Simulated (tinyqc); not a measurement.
Worked calculation (part 2 of 2): RKS/B3LYP (VWN-RPA form) in the sto-3g basis, for BeH2, spin multiplicity 1. Computed by tinyqc, a small Python program that keeps every step (integrals from PySCF). Command: `OMP_NUM_THREADS=1 python tinyqc.py 30436 30437 out.jsonl` (the two numbers bound the seeds that draw the settings). One thread of a shared host (Intel(R) Xeon(R) Processor @ 2.60GHz), about 0.6 s of CPU time with the checks.

Geometry (angstrom):
```
atom         x          y         z
Be    0.000000   0.000000  0.000000
H     0.000000   1.543000  0.000000
H     0.000000  -1.543000  0.000000
```

## Iteration 6 (converged): orbitals

converged F (hartree), lower triangle:
```
            1Be 1s     1Be 2s   1Be 2px    1Be 2py   1Be 2pz      2H 1s      3H 1s
1Be 1s   -3.887078
1Be 2s   -1.139977  -0.516915
1Be 2px   0.000000   0.000000  0.044230
1Be 2py   0.000000   0.000000  0.000000  -0.101704
1Be 2pz   0.000000   0.000000  0.000000   0.000000  0.044230
2H 1s    -0.201580  -0.243089  0.000000  -0.206087  0.000000  -0.176380
3H 1s    -0.201580  -0.243089  0.000000   0.206087  0.000000  -0.018478  -0.176380
```

X, lower triangle:
```
            1Be 1s     1Be 2s   1Be 2px    1Be 2py   1Be 2pz      2H 1s     3H 1s
1Be 1s    1.028562
1Be 2s   -0.151123   1.171363
1Be 2px   0.000000   0.000000  1.000000
1Be 2py   0.000000   0.000000  0.000000   1.244539
1Be 2pz   0.000000   0.000000  0.000000   0.000000  1.000000
2H 1s     0.020875  -0.237869  0.000000  -0.332899  0.000000   1.192725
3H 1s     0.020875  -0.237869  0.000000   0.332899  0.000000  -0.062748  1.192725
```

Diagonalise F' = X^T F X, C = X C', fill 3 alpha and 3 beta electrons from the bottom; D = 2 C_occ C_occ^T. Each column has its largest component positive (the first on a tie).

F' = X^T F X (hartree), lower triangle:
```
           1          2         3          4         5          6         7
1  -3.784118
2  -0.631312  -0.174539
3   0.000000   0.000000  0.044230
4   0.000000   0.000000  0.000000   0.149008
5   0.000000   0.000000  0.000000   0.000000  0.044230
6  -0.014670  -0.173028  0.000000  -0.259556  0.000000   0.013698
7  -0.014670  -0.173028  0.000000   0.259556  0.000000  -0.059407  0.013698
```

orbital energies (hartree): MO1 -3.892333, MO2 -0.294023, MO3 -0.257967, MO4 0.044230, MO5 0.044230, MO6 0.181991, MO7 0.480080

coefficients C:
```
               MO1        MO2        MO3        MO4       MO5        MO6        MO7
1Be 1s    0.988757  -0.223745   0.000000   0.000000  0.000000  -0.232262   0.000000
1Be 2s    0.042939   0.621356   0.000000   0.000000  0.000000   1.058379   0.000000
1Be 2px   0.000000   0.000000   0.000000   0.999972  0.007465   0.000000   0.000000
1Be 2py   0.000000   0.000000   0.483944   0.000000  0.000000   0.000000   1.239484
1Be 2pz   0.000000   0.000000   0.000000  -0.007465  0.999972   0.000000   0.000000
2H 1s    -0.006679   0.379334   0.436263   0.000000  0.000000  -0.742632  -0.841785
3H 1s    -0.006679   0.379334  -0.436263   0.000000  0.000000  -0.742632   0.841785
```

D after iteration 6, lower triangle:
```
            1Be 1s    1Be 2s   1Be 2px    1Be 2py   1Be 2pz      2H 1s     3H 1s
1Be 1s    2.055406
1Be 2s   -0.193138  0.775854
1Be 2px   0.000000  0.000000  0.000000
1Be 2py   0.000000  0.000000  0.000000   0.468403
1Be 2pz   0.000000  0.000000  0.000000   0.000000  0.000000
2H 1s    -0.182955  0.470829  0.000000   0.422254  0.000000   0.668529
3H 1s    -0.182955  0.470829  0.000000  -0.422254  0.000000  -0.092774  0.668529
```

Within a degenerate level the vectors are fixed only up to a rotation; this is one choice.

## Convergence

Stop when the energy changes by less than 1e-08 hartree and every element of the error matrix X^T (F D S - S D F) X is below 3e-05.

Course of the cycle:
```
iteration   E (hartree)     change  largest element of the error matrix
1          -15.51378756          -                             2.79e-01
2          -15.67426932  -1.60e-01                             6.83e-02
3          -15.67864044  -4.37e-03                             2.63e-02
4          -15.68019935  -1.56e-03                             2.32e-03
5          -15.68020614  -6.78e-06                             1.86e-06
6          -15.68020614  -1.98e-12                             6.05e-08
```

PySCF RKS in the same basis, fine grid = -15.68018629 hartree

Converged in 6 iterations. The coarse grid moves the energy by -1.98e-05 hartree.

## Populations, bond orders and dipole

overlap S, lower triangle:
```
           1Be 1s    1Be 2s   1Be 2px    1Be 2py   1Be 2pz     2H 1s     3H 1s
1Be 1s   1.000000
1Be 2s   0.259517  1.000000
1Be 2px  0.000000  0.000000  1.000000
1Be 2py  0.000000  0.000000  0.000000   1.000000
1Be 2pz  0.000000  0.000000  0.000000   0.000000  1.000000
2H 1s    0.044486  0.380729  0.000000   0.462914  0.000000  1.000000
3H 1s    0.044486  0.380729  0.000000  -0.462914  0.000000  0.015204  1.000000
```

Mulliken: Z minus the diagonal of D S on the atom; Loewdin: the same with S^(1/2) D S^(1/2); Mayer order: 2 sum_s sum (D(s) S)_ij (D(s) S)_ji over the two atoms.

Charges (e):
```
atom   Mulliken    Loewdin
1Be    0.067409   0.055651
2H    -0.033705  -0.027826
3H    -0.033705  -0.027826
```

Mayer bond orders:
```
pair     order
2-1   0.987424
3-1   0.987424
3-2   0.011440
```

dipole moment about the origin, x y z (debye): 0.000000  0.000000  0.000000
